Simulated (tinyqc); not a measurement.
## Projection against the Weibull slope

Defects are spread at random, so -ln(1 - F) is proportional to the area: t63(A2) = t63 (A1/A2)^(1/beta), and the time to the share Fp is t63(A2) (-ln(1 - Fp))^(1/beta).

Inputs (values chosen for the exercise):
```
symbol  value  unit                                  meaning
A1        170  um^2                 area of a test capacitor
A2      1.1e6  um^2                 gate area of the product
Fp       1e-5               allowed share of failed products
t63       170     s  characteristic time of a test capacitor
```

Result of one run:

| beta | t63 of the product (s) | time to Fp (s) | decades lost to area | decades lost to the percentile |
|---|---|---|---|---|
| 1.15 | 0.08252 | 3.705e-6 | 3.314 | 4.348 |

What becomes of these results when the Weibull slope beta is changed from 1.15 to 2.25, all else the same?

Result of the changed run:

| beta | t63 of the product (s) | time to Fp (s) | decades lost to area | decades lost to the percentile |
|---|---|---|---|---|
| 2.25 | 3.441 | 0.02063 | 1.694 | 2.222 |

The whole series:

| beta | t63 of the product (s) | time to Fp (s) | decades lost to area | decades lost to the percentile |
|---|---|---|---|---|
| 0.6 | 7.566e-5 | 3.512e-13 | 6.352 | 8.333 |
| 1.15 | 0.08252 | 3.705e-6 | 3.314 | 4.348 |
| 1.7 | 0.9744 | 0.001116 | 2.242 | 2.941 |
| 2.25 | 3.441 | 0.02063 | 1.694 | 2.222 |
| 2.8 | 7.403 | 0.1213 | 1.361 | 1.786 |
| 3.35 | 12.38 | 0.3984 | 1.138 | 1.493 |
| 3.9 | 17.92 | 0.9359 | 0.9772 | 1.282 |
| 4.45 | 23.66 | 1.780 | 0.8564 | 1.124 |
| 5 | 29.39 | 2.939 | 0.7622 | 1.000 |

Both losses go as 1/beta: together 14.7 decades at beta = 0.6 and 1.76 at 5. For small Fp only the ratio Fp/A2 counts, so ten times the area costs as much as a tenth of Fp.

Program tinyqc, `OMP_NUM_THREADS=1 python tinyqc.py 2070059 2070060 out.jsonl`; Intel Xeon 2.30GHz, shared host, one thread, about 0.01 s.
